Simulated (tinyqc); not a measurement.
## MOS structure on a p-type body with a doping step (retrograde), non-linear Poisson equation by Newton steps: charge and capacitance against gate voltage

One dimension, insulator interface at x = 0, acceptor density N1 for x < x1 and Na beyond, net doping C = -(acceptor density). psi is counted from the intrinsic level: n = ni exp((psi - Vb)/Vt), p = ni exp(-psi/Vt); deep in the body psi_b = -Vt ln(Na/ni). The gate acts through Cox = eps0 eox/tox and has the potential psi_G = Vg - (phiM - chi - Vt ln(Nc/ni)). Boltzmann statistics, full ionisation, classical densities, no oxide or interface charge.

ni = sqrt(Nc Nv) exp(-Eg/(2 Vt)), Eg in volts. The Poisson equation d/dx(eps0 eps_r dpsi/dx) = -q (p - n + C), with eps0 eps_r dpsi/dx = -Cox (psi_G - psi_0) at x = 0, is solved on a mesh of about 600 nodes or more. N_inv is the integral of n less its value deep in the body. C_LF = Cox (1 - dpsi_0/dVg) with all carriers following; C_HF is the same with the electron quasi-Fermi level shifting uniformly so that N_inv stays fixed. The centroid is that of the same excess.

Inputs (values chosen for the exercise); band and dielectric values close to those of silicon: temperature T = 300 K; band gap Eg = 1.14 eV; relative permittivity eps_r = 11.5; conduction-band density of states at T Nc = 2.84e19 cm^-3; valence-band density of states at T Nv = 2.6e19 cm^-3; electron affinity chi = 4.05 eV; acceptor density deep in the body Na = 2.7e17 cm^-3; relative permittivity of the gate insulator (close to silicon dioxide) eox = 3.9; insulator thickness tox = 3.5 nm; gate work function phiM = 4.49 eV; electron quasi-Fermi potential against the body Vb = 0 V; depth of the doping step x1 = 28 nm; acceptor density above the step N1 = 1.4e16 cm^-3.

Constants: q = 1.602176634e-19 C, kB = 1.380649e-23 J/K, Vt = kB T/q, eps0 = 8.8541878128e-14 F/cm where lengths are in cm. Results are converted to the units shown.

Charge and capacitance against gate voltage:
```
Vg (V)	psi_0 - psi_b (V)	N_inv (cm^-2)	C_LF/Cox	C_HF/Cox	centroid (nm)
0.06	0.516	1.93e4	0.157	0.157	2.14
0.18	0.618	8.58e5	0.148	0.148	1.86
0.29	0.712	2.95e7	0.141	0.141	1.68
0.41	0.815	1.45e9	0.140	0.134	1.52
0.53	0.912	5.55e10	0.322	0.128	1.39
0.64	0.965	3.66e11	0.680	0.127	1.26
0.76	0.993	9.13e11	0.820	0.126	1.14
0.88	1.01	1.53e12	0.875	0.126	1.03
0.99	1.02	2.13e12	0.902	0.126	0.954
1.11	1.03	2.80e12	0.920	0.126	0.883
```

N_inv goes from 19300 to 2.80e12 cm^-2 and passes 2e11 cm^-2 at Vg = 0.593 V. Below threshold it takes 70.9 mV a decade between Vg = 0.29 and 0.41 V, against Vt ln 10 = 59.5 mV. C_LF/Cox is lowest, 0.140, at Vg = 0.41 V among the rows listed and ends at 0.920, while C_HF/Cox ends at 0.126. Between the last two rows q dN_inv/dVg is 0.907 Cox. Where the classical centroid is under about 2 nm, confinement would move the charge away from the interface and raise the threshold. Above about 2e12 cm^-2 degeneracy matters too.

Numbers from tinyqc (`OMP_NUM_THREADS=1 python tinyqc.py 2080070 2080071 out.jsonl`; about 0.4 s on one thread of a shared Intel Xeon 2.30GHz).
